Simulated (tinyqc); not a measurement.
Sp3 tight binding, zinc-blende lattice, step by step. One step of it, computed by the program tinyqc.

Problem. Levels at k. Diagonalise the Hermitian matrix.

H(k) at k (eV), lower triangle (Hermitian):
```
,a s,a px,a py,a pz,c s,c px,c py,c pz
a s,-14.830000
a px,0.000000,-8.510000
a py,0.000000,0.000000,-8.510000
a pz,0.000000,0.000000,0.000000,-8.510000
c s,-2.558105+0.203406i,-0.097994+2.048282i,-0.064370+3.118216i,4.019980-0.049930i,-10.000000
c px,0.097994-2.048282i,0.620147-0.049310i,-4.658218+0.057858i,0.074590-3.613284i,0.000000,-5.990000
c py,0.064370-3.118216i,-4.658218+0.057858i,0.620147-0.049310i,0.113552-2.373481i,0.000000,0.000000,-5.990000
c pz,-4.019980+0.049930i,0.074590-3.613284i,0.113552-2.373481i,0.620147-0.049310i,0.000000,0.000000,0.000000,-5.990000
```

Give: eigenvalues; weights |c|^2 of the basis functions.

Solution.

eigenvalues (eV): -18.264  -14.863  -14.084  -12.826  -3.961  -2.591  -1.607  -0.134

weights |c|^2 of the basis functions:
```
,band 1,band 2,band 3,band 4,band 5,band 6,band 7,band 8
a s,0.716,0.065,0.003,0.001,0.137,0.069,0.003,0.005
a px,0.008,0.161,0.106,0.315,0.008,0.004,0.236,0.162
a py,0.015,0.180,0.076,0.291,0.053,0.132,0.111,0.142
a pz,0.001,0.115,0.387,0.004,0.204,0.149,0.038,0.102
c s,0.122,0.336,0.074,0.004,0.367,0.083,0.005,0.009
c px,0.030,0.004,0.157,0.196,0.005,0.007,0.372,0.230
c py,0.056,0.003,0.110,0.181,0.030,0.244,0.175,0.201
c pz,0.052,0.136,0.086,0.007,0.197,0.313,0.060,0.149
```
